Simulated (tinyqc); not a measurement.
# From dose to size d_s back to pattern density around the test line

Model: electron-beam lithography: double-Gaussian proximity function, edge placement and dose correction for parallel lines. Computed by tinyqc, a small Python program. Command: `OMP_NUM_THREADS=1 python tinyqc.py 3110109 3110110 out.jsonl proximity inv`. One thread of a shared host (Intel(R) Xeon(R) Processor @ 2.30GHz), about 0.01 s of CPU time with the checks.

Lines are infinitely long. Absorbed energy is counted so that the middle of a very large area written at dose 1 receives 1; the resist develops where it exceeds 1/2.

Inputs (values chosen for the exercise, of the order of those for 100 keV electrons in resist on silicon):

| quantity | value | unit |
|---|---|---|
| forward range alpha | 0.02 | micrometre |
| backscatter ratio eta | 0.74 | - |
| base dose D0 | 460 | microcoulomb/cm^2 |
| width of the test line | 0.21 | micrometre |

Method. A test line of width w << beta in surroundings of density rho, all at dose d: near its edge E(x) = d [S + eta rho]/(1 + eta), S = [erf((b - x)/alpha) - erf((a - x)/alpha)]/2 for edges a and b, the second term being the background energy. Dose to size d_s = (1 + eta)/(erf(w/alpha) + 2 eta rho), dose = d_s D0; edge slope d [1 - exp(-w^2/alpha^2)]/(sqrt(pi) alpha (1 + eta)); width change per 1 % of dose = 2 x 0.01 x (1/2)/slope.

Task: A run gave the result below. Find the pattern density around the test line, known to lie between 0.35 and 0.62.

dose to size d_s = 1.065913

Result:

Each step takes the trial c = (a f_b - b f_a)/(f_b - f_a), f being the result less the target and a, b, c the logarithms of the listed values; c replaces end b, the old b replaces a if the sign of f changed, and otherwise f_a is halved.

Scan of the range:

| pattern density around the test line | dose to size d_s |
|---|---|
| 0.350 | 1.14625 |
| 0.385 | 1.10842 |
| 0.423 | 1.07008 |
| 0.466 | 1.02978 |
| 0.512 | 0.98990 |
| 0.564 | 0.94837 |
| 0.620 | 0.90738 |

False position (Illinois rule, in the logarithm of the input) inside the bracket:

| step | end a | end b | trial | dose to size d_s |
|---|---|---|---|---|
| 1 | 0.423000 | 0.466000 | 0.427260 | 1.06595 |
| 2 | 0.466000 | 0.427260 | 0.427299 | 1.06591 |
| 3 | 0.466000 | 0.427299 | 0.427300 | 1.06591 |
| 4 | 0.427299 | 0.427300 | 0.427300 | 1.06591 |

Dose to size d_s falls at every point of a 13-point scan of the range (every second point is shown), so one value fits; it is bracketed by 0.423 and 0.466. Answer: pattern density around the test line = 0.4273.
